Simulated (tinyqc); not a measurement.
Wide-gap-emitter heterojunction bipolar transistor, Gummel numbers and transit times: one step of the calculation.

One-dimensional n-p-n transistor in the forward active mode at low injection. In the base p(x) = NB exp(-eta x/wb) and ni(x)^2 = ni^2 exp((g0 + g1 x/wb)/Vt); electrons leave the base at vsat; band spikes at the emitter junction and recombination inside the emitter are ignored.

Task. Gain, Early voltage and collector delay. ni = sqrt(Nc Nv) exp(-Eg/(2 Vt)), Eg in volts; GE = NE exp(-gE/Vt)(we/Dp + 1/Se); JC = J0 exp(VBE/Vt), J0 = q ni^2/GB; gain limited by back injection GE/GB, by base recombination tb/tauB, together 1/beta = the sum of the inverses; collector layer one-sided, Wc = sqrt(2 eps0 eps_r (Vbc + VCB)/(q NC)), Vbc = Vt ln(p(wb) NC/ni^2), Cjc = eps0 eps_r/Wc; Early voltage VA = GB q p(wb)/(f(wb) Cjc [1/Dn - (eta + g1/Vt)/(wb vsat)]), f(wb) = p(wb) exp(-(g0 + g1)/Vt), p(wb) = NB exp(-eta); tauC = Wc/(2 vsat).

Values chosen for this exercise; band and dielectric values close to those of gallium arsenide: temperature T = 400 K; band gap Eg = 1.41 eV; relative permittivity eps_r = 12.7; conduction-band density of states at T Nc = 6.82e17 cm^-3; valence-band density of states at T Nv = 1.41e19 cm^-3; saturation velocity vsat = 7.94e6 cm/s; neutral base width wb = 84 nm; base doping at the emitter edge NB = 1.9e19 cm^-3; doping falls as exp(-eta x/wb) eta = 0; gap reduction at the emitter edge of the base g0 = 0 eV; further gap reduction across the base (linear) g1 = 0.022 eV; electron diffusion coefficient in the base Dn = 23 cm^2/s; emitter doping NE = 2.4e17 cm^-3; gap reduction in the emitter (negative: wider gap) gE = -0.4 eV; neutral emitter width we = 57 nm; hole diffusion coefficient in the emitter Dp = 1.3 cm^2/s; recombination velocity at the emitter contact Se = 3e6 cm/s; electron lifetime in the base tb = 8e-11 s; collector doping NC = 2.8e16 cm^-3; collector-base reverse bias VCB = 1.6 V.

Constants: q = 1.602176634e-19 C, kB = 1.380649e-23 J/K, Vt = kB T/q, eps0 = 8.8541878128e-14 F/cm where lengths are in cm. Results are converted to the units shown.

GB = 6.3960109e12 s/cm^4
tauB = 2.0348484 ps

Find: ni; GE; J0; GE/GB; tb/tauB; beta; Wc; Cjc; VA; tauC.

Result.

ni = 4.0634e9 cm^-3
GE = 1.2409e17 s/cm^4
J0 = 4.1361e-13 A/cm^2
GE/GB = 19401
tb/tauB = 39.315
beta = 39.235
Wc = 381.96 nm
Cjc = 0.29440 fF/um^2
VA = 1943.4 V
tauC = 2.4053 ps

The gain is limited more by recombination in the base. beta VA = 76300 V.

Range of the model: Heavy doping makes emitter or base degenerate; gE and g0 are to be read as apparent gap changes that include this.

Program tinyqc, `OMP_NUM_THREADS=1 python tinyqc.py 2320028 2320029 out.jsonl`; Intel Xeon 2.30GHz, shared host, one thread, about 0.01 s.
